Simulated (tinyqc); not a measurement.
The window in starting coverage: bottom-up copper filling of a trench by curvature-enhanced accelerator coverage. Computed by tinyqc, a small Python program. Command: `OMP_NUM_THREADS=1 python tinyqc.py 3019522 3019523 out.jsonl superfill walk`. One thread of a shared host (Intel(R) Xeon(R) Processor @ 2.30GHz), about 0.07 s of CPU time with the checks.

A rectangular trench keeps vertical walls and a flat floor. An accelerator floats on the surface; where area is lost in the corners it is passed on to the floor.

Inputs (values chosen for the exercise, close to those used for damascene copper plating): trench width w = 60 nm; aspect ratio h/w = 2.6; exchange current of the suppressed surface i_0 = 0.034 mA/cm^2; exchange current of the accelerated surface i_1 = 2.7 mA/cm^2; transfer coefficient alpha = 0.4; overpotential eta = 0.17 V; adsorption rate k_a = 0.0002 1/s; cupric ion concentration C = 0.76 mol/l; diffusivity D = 5.8e-06 cm^2/s; boundary layer delta = 34 um; temperature T = 298 K.

Constants: e = 1.602176634e-19 C; N_A = 6.02214076e+23 1/mol; k_B = 8.617333262e-05 eV/K.

Method. Kinetic current i_k = [i_0 (1 - theta) + i_1 theta] exp(alpha eta/(k_B T)), limit i_L = 2 F D C/delta, i = 1/(1/i_k + 1/i_L); velocity v = i Omega/(2F), Omega = 7.11 cm^3/mol, F = e N_A. Depletion inside the trench is ignored. Half width x, floor height y, depth h = aspect ratio x w. dx/dt = -v_s, dy/dt = v_b. d theta_b/dt = k_a (1 - theta_b) + [theta_s v_b + theta_b v_s]/x: the floor takes the accelerator of the wall it covers and keeps its own as it narrows. d theta_s/dt = k_a (1 - theta_s). theta_b is capped at 1. Integrate (tolerance 1e-9) until the walls meet (x = 0.02 w/2) or the floor passes the original mouth y = h. Start: x = w/2, y = 0, theta_b = theta_s = theta_0. Height filled = y/h, opening left = x/(w/2).

Outcome:
```
theta_0  v(1)/v(theta_0)  height filled  opening left  time (s)
0.001             64.029         0.7844      0.020000    92.651
0.003             55.917         0.8289      0.020000    87.186
0.010             38.755         0.9509      0.020000    71.444
0.020             26.963         1.0000      0.028164    55.380
0.050             14.136         0.9781      0.020000    32.503
0.100              7.926         0.7859      0.020000    18.833
0.200              4.263         0.5627      0.020000    10.240
0.400              2.261         0.3718      0.020000     5.448
0.800              1.214         0.2264      0.020000     2.926
```

The fill succeeds for theta_0 by less than the digits shown, at 0.02 among these rows, with the widest margin at 0.02. Too little accelerator takes too long to concentrate. Too much speeds the walls as well and removes the contrast.
